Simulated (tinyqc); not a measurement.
# Charge stability of a double quantum dot, constant-interaction model with a charge sensor: effects of single changes

Capacitance matrix C = [[C1, -Cm], [-Cm, C2]], C1 = G1 + X1 + Cm + L1, C2 = G2 + X2 + Cm + L2. Gate charges n1 = (G1 V1 + X1 V2)/q, n2 = (X2 V1 + G2 V2)/q. The state (N1, N2) has U = (1/2) d^T E d with d = (N1 - n1, N2 - n2) and E = q^2 C^(-1). Leads at 0 V; no tunnel coupling, spin or level spacing. The sensor reads s1 <N1> + s2 <N2>.

Inputs (values chosen for the exercise):
```
symbol  value  unit                    meaning
G1        4.4    aF            gate 1 to dot 1
G2          3    aF            gate 2 to dot 2
X1          1    aF            gate 2 to dot 1
X2       0.47    aF            gate 1 to dot 2
Cm        9.5    aF           between the dots
L1         24    aF  dot 1 to leads and ground
L2         15    aF  dot 2 to leads and ground
s1       0.95           sensor weight of dot 1
s2       0.16           sensor weight of dot 2
T        0.63     K                temperature
V2       21.7    mV          voltage of gate 2
```

Constants: q = 1.602176634e-19 C, kB = 1.380649e-23 J/K, Vt = kB T/q. Results are converted to the units shown.

Each table varies one quantity; the others keep the values above.

## From two dots to one

The states (0,0), (1,0), (0,1) meet where E n = (EC1/2, EC2/2), and (1,1), (1,0), (0,1) where E n = (EC1/2 + ECm, EC2/2 + ECm); the gate voltages follow from n.

From two dots to one:
```
Cm (aF)	EC1 (meV)	ECm (meV)	ECm/EC1	separation of the triple points in n1 + n2
0.22	5.410	0.06368	0.01177	0.01903
0.51	5.359	0.1440	0.02687	0.04302
1.2	5.248	0.3202	0.06101	0.09567
2.8	5.033	0.6626	0.1316	0.1980
6.5	4.684	1.219	0.2603	0.3643
15	4.252	1.906	0.4482	0.5694
35	3.862	2.528	0.6546	0.7552
83	3.600	2.945	0.8180	0.8798
190	3.465	3.158	0.9114	0.9437
```

What does the table show?

ECm/EC1 rises from 0.0118 to 0.911 (it equals Cm/C2), and the separation rises from 0.0190 to 0.944. Zero means a square lattice of independent dots; 1 means parallel lines one electron apart, as for a single large dot. EC1 falls from 5.41 to 3.47 meV.

## Across the interdot transition

The gate charges are n1 = 0.5000 + x, n2 = 0.5000 - x, a line through the middle of the (1,0)-(0,1) boundary. The detuning is U(0,1) - U(1,0); thermal means over all states within two electrons.

Across the interdot transition:
```
x	detuning (meV)	<N1>	<N2>	sensor
-0.042	-0.32284	0.0026078	0.99739	0.16206
-0.032	-0.24597	0.010657	0.98934	0.16842
-0.021	-0.16142	0.048645	0.95135	0.19843
-0.011	-0.08455	0.17401	0.82599	0.29747
0	0.00000	0.50000	0.50000	0.55500
0.011	0.08455	0.82599	0.17401	0.81253
0.021	0.16142	0.95135	0.048645	0.91157
0.032	0.24597	0.98934	0.010657	0.94158
0.042	0.32284	0.99739	0.0026077	0.94794
```

<N1> rises from 0.00261 to 0.997 while <N2> falls from 0.997 to 0.00261; their sum stays within 1.2e-7 of 1. The detuning moves by EC1 + EC2 - 2 ECm = 7.69 meV for each unit of x, and the step is a Fermi function of width kB T = 0.0543 meV, which makes it a thermometer once the lever arms are known.

## A scan of gate 1

Same model as above.

Thermal means over all states within two electrons of the gate charges.

A scan of gate 1:
```
V1 (mV)	<N1>	<N2>	sensor	N1 of the ground state	N2 of the ground state
-23.2	-0.0001	0.00000	-0.0001	0	0
-16.3	0.0000	0.00000	0.0000	0	0
-9.34	0.0000	0.00000	0.0000	0	0
-2.42	0.0000	0.00006	0.0000	0	0
4.51	0.0003	0.12234	0.0198	0	0
11.4	0.9185	0.08124	0.8856	1	0
18.4	1.0000	0.00001	0.9500	1	0
25.3	1.0000	0.00090	0.9501	1	0
32.2	1.0000	0.65577	1.0549	1	1
39.1	1.0000	0.99975	1.1100	1	1
46	1.0001	0.99989	1.1101	1	1
53	1.4032	0.60180	1.4293	1	1
59.9	2.0000	0.96339	2.0541	2	1
```

What does the comparison show?

The ground state changes 3 time(s) between the rows listed: (0,0) to (1,0); (1,0) to (1,1); (1,1) to (2,1). Adding to dot 1 moves the sensor by s1 = 0.95, adding to dot 2 by s2 = 0.16, and a shift from dot 2 to dot 1 by 0.790. Far from triple points dot 1 gains an electron about every q/(G1 + X2 Cm/C2) = 35.1 mV.

tinyqc, about 0.01 s, one thread, Intel Xeon 2.30GHz (shared host): `OMP_NUM_THREADS=1 python tinyqc.py 2470012 2470013 out.jsonl`
